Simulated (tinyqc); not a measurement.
From bulk modulus B back to repulsive exponent n: pair-potential crystal by lattice sums. Computed by tinyqc, a small Python program. Command: `OMP_NUM_THREADS=1 python tinyqc.py 3029784 3029785 out.jsonl pairsum inv`. One thread of a shared host (Intel(R) Xeon(R) Processor @ 2.30GHz), about 0.1 s of CPU time with the checks.

Energy per atom E = (1/2) sum over neighbours of phi(r); d is the nearest-neighbour distance.

Inputs (values chosen for the exercise, for model atoms):

| quantity | value | unit |
|---|---|---|
| well depth eps | 0.556 | eV |
| pair minimum r0 | 3.12 | angstrom |
| cut-off r_c/r0 | 2.74 | - |
| attractive exponent m | 7 | - |

Potential: Mie n-m. Structure: fcc.

Constants: 1 eV/angstrom^3 = 160.2176634 GPa.

Method:
- phi0(r) = eps [m (r0/r)^n - n (r0/r)^m]/(n - m); shifted-force cut-off: phi(r) = phi0(r) - phi0(r_c) - (r - r_c) phi0'(r_c) for r < r_c, zero beyond.
- Shells (distance in units of d, count): fcc 1.0000 (12), 1.4142 (6), 1.7321 (24), 2.0000 (12), 2.2361 (24), 2.4495 (8), 2.6458 (48), 2.8284 (6), 3.0000 (36), 3.1623 (24); hcp 1.0000 (12), 1.4142 (6), 1.6330 (2), 1.7321 (18), 1.9149 (12), 2.0000 (6), 2.2361 (12), 2.3805 (12), 2.4495 (6), 2.5166 (6), 2.5820 (12), 2.6458 (24), 2.7080 (6), 2.8868 (12), 3.0000 (12), 3.1091 (24), 3.1623 (12); bcc 1.0000 (8), 1.1547 (6), 1.6330 (12), 1.9149 (24), 2.0000 (8), 2.3094 (6), 2.5166 (24), 2.5820 (24), 2.8284 (24), 3.0000 (32); sc 1.0000 (6), 1.4142 (12), 1.7321 (8), 2.0000 (6), 2.2361 (24), 2.4495 (24), 2.8284 (12), 3.0000 (30), 3.1623 (24); diamond 1.0000 (4), 1.6330 (12), 1.9149 (12), 2.3094 (6), 2.5166 (12), 2.8284 (24), 3.0000 (16). Volumes per atom in d^3: fcc 0.70711, hcp 0.70711, bcc 0.76980, sc 1.00000, diamond 1.53960; hcp has the ideal c/a. Every shell inside the cut-off is summed.
- Equilibrium: dE/dd = 0 at the lowest minimum with d between 0.78 r0 and 1.45 r0; B = d^2 E''(d)/(9 Omega).
- Unrelaxed vacancy: removing an atom breaks its bonds (2|E|) and placing it on the surface returns |E|, so E_v = |E|.

Task: A run gave the result below. Find the repulsive exponent n, known to lie between 7.7 and 21.

bulk modulus B = 291.0127 GPa

Result:

Each step takes the trial c = (a f_b - b f_a)/(f_b - f_a), f being the result less the target and a, b, c the logarithms of the listed values; c replaces end b, the old b replaces a if the sign of f changed, and otherwise f_a is halved.

Scan of the range:

| repulsive exponent n | bulk modulus B (GPa) |
|---|---|
| 7.7 | 234.168 |
| 9.1 | 252.980 |
| 10.8 | 279.732 |
| 12.7 | 313.176 |
| 15.0 | 356.633 |
| 17.8 | 412.017 |
| 21.0 | 477.122 |

False position (Illinois rule, in the logarithm of the input) inside the bracket:

| step | end a | end b | trial | bulk modulus B (GPa) |
|---|---|---|---|---|
| 1 | 10.8000 | 12.7000 | 11.4068 | 290.088 |
| 2 | 12.7000 | 11.4068 | 11.4559 | 290.942 |
| 3 | 12.7000 | 11.4559 | 11.4634 | 291.072 |
| 4 | 11.4559 | 11.4634 | 11.4600 | 291.013 |
| 5 | 11.4634 | 11.4600 | 11.4600 | 291.013 |

Bulk modulus B rises at every point of a 13-point scan of the range (every second point is shown), so one value fits; it is bracketed by 10.8 and 12.7. Answer: repulsive exponent n = 11.46.
